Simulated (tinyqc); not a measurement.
# MOSFET in the linear regime without short-channel effects, parameter extraction from computed curves: two studies

Inversion charge Q = Cox n Vt W0(exp((Vg - VT)/(n Vt))), W0 the Lambert function and n = nf; u = Q/Cox; mobility mu = mu0/(1 + th1 u + th2 u^2); channel resistance Rch = (L - dL)/(W mu Q); Id = Vd/(Rch + Rsd/W). Cox = eps0 eox/tox. Small Vd, no channel-length or drain effects.

Parameters, values chosen for the exercise; channel values of the order met in silicon transistors: temperature T = 77 K; relative permittivity of the gate insulator (close to aluminium oxide) eox = 9.06; insulator thickness tox = 16 nm; low-field mobility mu0 = 100 cm^2/(V s); first mobility attenuation factor th1 = 0.23 1/V; second mobility attenuation factor th2 = 0 1/V^2; threshold voltage VT = 0.34 V; body factor nf = 1.28; gate width W = 1 um; drawn gate length L = 1.3 um; drawn less effective length dL = 0.014 um; source plus drain resistance Rsd = 120 ohm um; drain voltage Vd = 0.025 V.

Constants: q = 1.602176634e-19 C, kB = 1.380649e-23 J/K, Vt = kB T/q, eps0 = 8.8541878128e-14 F/cm where lengths are in cm. Results are converted to the units shown.

Each table varies one quantity; the others keep the values above.

## Extraction methods against the source plus drain resistance

From the continuous curve Id(Vg): tangent at peak gm (V_ext = Vg - Id/gm); constant current Id = 0.1 uA W/L; peak of d2Id/dVg2; Y = Id/sqrt(gm) drawn through Vg = VT + 0.6 and VT + 0.8 V, with intercept VT_Y and slope s. Mobilities gm,max L/(W Cox Vd) and s^2 L/(W Cox Vd) with the drawn L. Last column: share of Rsd/W in the total resistance at VT + 0.8 V.

Result of one run:
columns A: Rsd (ohm um); B: V_ext (V); C: constant current (V); D: second derivative (V); E: VT_Y (V); F: mobility from gm (cm^2/(V s)); G: mobility from Y (cm^2/(V s)); H: series share (%)
```
A        B      C      D      E     F     G      H
200  0.350  0.440  0.338  0.364  89.3  98.5  0.503
```

What becomes of these results when the source plus drain resistance Rsd is changed from 200 to 50 ohm um, all else the same?

Result of the changed run:
columns A: Rsd (ohm um); B: V_ext (V); C: constant current (V); D: second derivative (V); E: VT_Y (V); F: mobility from gm (cm^2/(V s)); G: mobility from Y (cm^2/(V s)); H: series share (%)
```
A       B      C      D      E     F     G      H
50  0.351  0.439  0.339  0.364  89.4  98.5  0.126
```

The whole series:
columns A: Rsd (ohm um); B: V_ext (V); C: constant current (V); D: second derivative (V); E: VT_Y (V); F: mobility from gm (cm^2/(V s)); G: mobility from Y (cm^2/(V s)); H: series share (%)
```
A         B      C      D      E     F     G      H
0     0.351  0.439  0.339  0.364  89.5  98.5      0
50    0.351  0.439  0.339  0.364  89.4  98.5  0.126
100   0.350  0.439  0.339  0.364  89.4  98.5  0.252
200   0.350  0.440  0.338  0.364  89.3  98.5  0.503
400   0.350  0.440  0.338  0.364  89.1  98.5   1.00
800   0.350  0.440  0.338  0.364  88.8  98.5   1.98
1500  0.350  0.440  0.338  0.364  88.2  98.5   3.65
```

The model has VT = 0.34 V and mu0 = 100 cm^2/(V s). Over the table the extracted thresholds move by 0.99 mV (tangent), under 0.5 mV (constant current), 0.50 mV (second derivative), under 0.5 mV (Y function). The mobility from gm falls from 89.5 to 88.2 and that from Y stays near 98.5 cm^2/(V s). Y cancels the series resistance, which multiplies Id and sqrt(gm) by the same factor.

## Extraction methods against the drawn gate length

Same model as above.

Results:
columns A: L (um); B: V_ext (V); C: constant current (V); D: second derivative (V); E: VT_Y (V); F: mobility from gm (cm^2/(V s)); G: mobility from Y (cm^2/(V s)); H: series share (%)
```
A         B      C      D      E     F     G       H
0.03  0.346  0.398  0.338  0.364   154   183    19.6
0.13  0.350  0.431  0.338  0.364  97.9   109    3.25
0.27  0.350  0.436  0.338  0.364  92.8   103    1.50
0.56  0.350  0.438  0.338  0.364  90.5   100   0.709
1.2   0.350  0.439  0.339  0.364  89.4  98.6   0.328
2.4   0.350  0.440  0.339  0.364  89.0  98.0   0.163
5     0.351  0.440  0.339  0.364  88.7  97.7  0.0782
```

Estimate the missing row, L = 0.062 um.

Computed row:
columns A: L (um); B: V_ext (V); C: constant current (V); D: second derivative (V); E: VT_Y (V); F: mobility from gm (cm^2/(V s)); G: mobility from Y (cm^2/(V s)); H: series share (%)
```
A          B      C      D      E    F    G     H
0.062  0.349  0.420  0.338  0.364  111  126  7.51
```

With this row back in the table: The model has VT = 0.34 V and mu0 = 100 cm^2/(V s). Over the table the extracted thresholds move by 4.3 mV (tangent), 43 mV (constant current), 0.50 mV (second derivative), under 0.5 mV (Y function). The mobility from gm falls from 154 to 88.7 and that from Y falls from 183 to 97.7 cm^2/(V s).

Computed by the program tinyqc: `OMP_NUM_THREADS=1 python tinyqc.py 2210165 2210166 out.jsonl`, one thread of a shared Intel Xeon 2.30GHz, about 0.01 s for the whole run.
